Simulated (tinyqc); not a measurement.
# Band bending at a free surface with a continuum of surface states, surface photovoltage and Kelvin probe: what changes with what

n-type bulk, xi = Ec - EF = Vt ln(Nc/Nd), p0 = ni^2/Nd, ni = sqrt(Nc Nv) exp(-Eg/(2 Vt)), Eg in volts. b is the upward band bending, u = b/Vt. Space charge per area, in units of q: Qc = sign(b) sqrt((2 eps0 eps_r Vt/q) [(Nd + dn)(exp(-u) - 1) + Nd u + (p0 + dn)(exp(u) - 1)]), with dn the excess density under light (flat quasi-Fermi levels; 0 in the dark). The states hold -Ds (E0 - xi - b): negative while the Fermi level lies above the neutrality level. Neutrality: Qc + Qf + (charge of the states) = 0.

Inputs (values chosen for the exercise); band and dielectric values close to those of gallium arsenide:
```
symbol    value         unit                                                    meaning
T           300            K                                                temperature
Eg         1.43           eV                                                   band gap
eps_r      12.9                                                   relative permittivity
Nc      4.32e17        cm^-3                     conduction-band density of states at T
Nv      9.13e18        cm^-3                        valence-band density of states at T
chi        4.11           eV                                          electron affinity
Nd       1.6e15        cm^-3                                              donor density
Qf       2.6e10        cm^-2                       fixed positive charge at the surface
pt         4.53           eV                             work function of the probe tip
Ds       2.2e11  cm^-2 eV^-1                                  density of surface states
E0         0.74           eV  depth of their neutrality level below the conduction edge
```

Constants: q = 1.602176634e-19 C, kB = 1.380649e-23 J/K, Vt = kB T/q, eps0 = 8.8541878128e-14 F/cm where lengths are in cm. Results are converted to the units shown.

Each table varies one quantity; the others keep the values above.

## Photovoltage against injection

Under chopped light the surface charge keeps its dark value, so b falls to bL with Qc(bL, dn) = Qc(b, 0); the photovoltage is b - bL.

Photovoltage against injection:
```
dn (cm^-3),bL (V),photovoltage (mV),share of b removed (%)
2e6,0.1948,6.060e-5,3.110e-5
2.5e7,0.1948,7.574e-4,3.887e-4
3.2e8,0.1948,0.009692,0.004974
4e9,0.1947,0.1206,0.06191
5e10,0.1934,1.433,0.7355
6.3e11,0.1829,12.00,6.157
8e12,0.1508,44.01,22.59
1e14,0.1047,90.11,46.25
1.3e15,0.05500,139.8,71.77
1.6e16,0.02002,174.8,89.73
```

What does the table show?

The photovoltage rises from 6.06e-5 to 175 mV, towards the full b = 195 mV. Its steepest rise is 44.7 mV a decade (Vt ln 10 = 59.5 mV), and it reaches 89.7 % of b in the last row: even strong light does not flatten the bands fully, so a saturation reading understates b. For dn = 1.6e16 the injection is high, and a Dember voltage, left out here, adds to the signal.

## Pinning by the surface states

Same model as above.

b solves the neutrality condition in the dark.

Pinning by the surface states:
```
Ds (cm^-2 eV^-1),b (V),xi + b (eV),Qc (cm^-2)
2.4e10,-0.015388,0.12934,-1.1344e10
6.7e10,0.021318,0.16605,1.2455e10
1.8e11,0.15233,0.29706,5.3730e10
5.1e11,0.37044,0.51517,8.8662e10
1.4e12,0.50224,0.64697,1.0425e11
3.9e12,0.56029,0.70502,1.1042e11
1.1e13,0.58266,0.72739,1.1270e11
2.9e13,0.59046,0.73519,1.1349e11
8.1e13,0.59354,0.73827,1.1380e11
```

What does the comparison show?

b rises from -0.0154 to 0.594 V. The Fermi level moves towards E0 = 0.74 eV and is within 1.73 meV of it in the last row; it is half-way there at the Ds that solves Ds b = Qc(b) + Qf with b = (E0 - xi)/2, 3.52e11 cm^-2 eV^-1.

## Kelvin-probe contrast of the doping

Same model as above.

Work function chi + xi + b; contact potential difference CPD = (work function of the sample) - pt.

Kelvin-probe contrast of the doping:
```
Nd (cm^-3),xi (eV),b (V),CPD (mV)
1e14,0.21641,0.31338,109.78
2.4e14,0.19377,0.29110,64.875
5.7e14,0.17141,0.25447,5.8868
1.3e15,0.15010,0.20777,-62.133
3.2e15,0.12681,0.15118,-142.01
7.6e15,0.10445,0.10231,-213.24
1.8e16,0.082159,0.066136,-271.70
4.3e16,0.059646,0.042136,-318.22
```

xi falls by 157 mV over the table and the CPD by 428 mV; b falls from 0.313 to 0.0421 V. Between the first two rows the CPD follows 198 % of the change of xi, and between the last two 207 %. It exceeds 100 % where b falls as the doping rises.

Numbers from tinyqc (`OMP_NUM_THREADS=1 python tinyqc.py 2430140 2430141 out.jsonl`; about 0.01 s on one thread of a shared Intel Xeon 2.30GHz).
